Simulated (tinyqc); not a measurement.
A log to judge: decay of LO phonons and the hot-phonon bottleneck in the cooling of electrons. Computed by tinyqc. Command: `OMP_NUM_THREADS=1 python tinyqc.py 3005573 3005574 out.jsonl hotphonon walk`. One thread of a shared host (Intel(R) Xeon(R) Processor @ 2.30GHz), about 0.01 s of CPU time with the checks.

n(E, T) = 1/(exp(E/(k_B T)) - 1) is the Bose occupation. Electrons have a temperature T_e; the LO modes within their reach share one occupation N; the decay products stay at the lattice temperature.

Inputs (values chosen for the exercise, modelled on zinc oxide):
```
quantity                                             value    unit
LO energy hbar omega                                  71.9     meV
lifetime at T = 0, tau_0                               1.9      ps
share f of the energy in the softer product           0.25       -
lattice temperature T                                  500       K
electron mass m*                                     0.267     m_0
eps_inf                                               3.79       -
static dielectric constant eps_s                      8.17       -
electron density n                                 8.8e+17  1/cm^3
density of LO modes that the electrons reach, N_m    6e+18  1/cm^3
power supplied per electron P                         0.56      nW
step factor                                           0.02       -
```

Decay channel: two unequal phonons (Ridley).

Constants: k_B = 8.617333262e-05 eV/K; c = 299792458 m/s; e^2/(4 pi eps_0) = 14.39964548 eV angstrom; hbar^2/(2 m_0) = 3.80998212 eV angstrom^2; hbar = 6.582119569e-16 eV s; e = 1.602176634e-19 C.

Method:
- Decay rate 1/tau = (1/tau_0) [1 + n(f hbar omega) + n((1 - f) hbar omega)].
- Full width Gamma = 1/(2 pi c tau) in 1/cm, c in cm/s.
- Froehlich coupling alpha = (e^2/(4 pi eps_0)) (1/eps_inf - 1/eps_s) k_0/(2 hbar omega), k_0 = sqrt(m* hbar omega/(hbar^2/(2 m_0))); emission time tau_sp = hbar/(2 alpha hbar omega); bottleneck ratio r = (n/N_m) tau/tau_sp.
- Net emission per electron: [(N + 1) x - N]/tau_sp with x = exp(-hbar omega/(k_B T_e)), a simple two-level balance; steady state of the modes: n [(N + 1) x - N]/tau_sp = N_m (N - N_0)/tau; power per electron P = hbar omega [(N + 1) x - N]/tau_sp.
- Eliminating N gives P(T_e) = (hbar omega/tau_sp) [(N_0 + 1) x - N_0]/[1 + r (1 - x)]. Newton steps on ln P against ln T_e, times the step factor, each limited to 0.7 in ln T_e and to keeping a fifth of T_e - T; start at 1.5 T; stop when |ln(P/P(T_e))| < 1e-9 or after 40 steps.

Iterations:
```
step  T_e (K)  P(T_e) (nW)  ln(P/P(T_e))
0     750.000      32.8074      -4.07047
1     730.631      30.1755      -3.98685
2     713.108      27.8023      -3.90494
3     697.227      25.6589      -3.82471
4     682.811      23.7198      -3.74613
5     669.703      21.9627      -3.66916
6     657.767      20.3680      -3.59378
7     646.881      18.9186      -3.51996
8     636.940      17.5991      -3.44766
...       ...          ...           ...
31    538.147       4.7700      -2.14217
32    536.536       4.5661      -2.09847
33    535.023       4.3748      -2.05568
34    533.602       4.1953      -2.01377
35    532.266       4.0266      -1.97273
36    531.009       3.8680      -1.93254
37    529.824       3.7187      -1.89319
38    528.708       3.5781      -1.85464
39    527.654       3.4455      -1.81690
```

Can the last value be used, and what does the course show?

No. Not converged: the residual falls at every step, but slowly, by a factor of about 0.980 a step. Near the root each step multiplies the error by 1 - (step factor) = 0.98. Reruns converge with step factor = 1.0; or with step factor = 0.7.
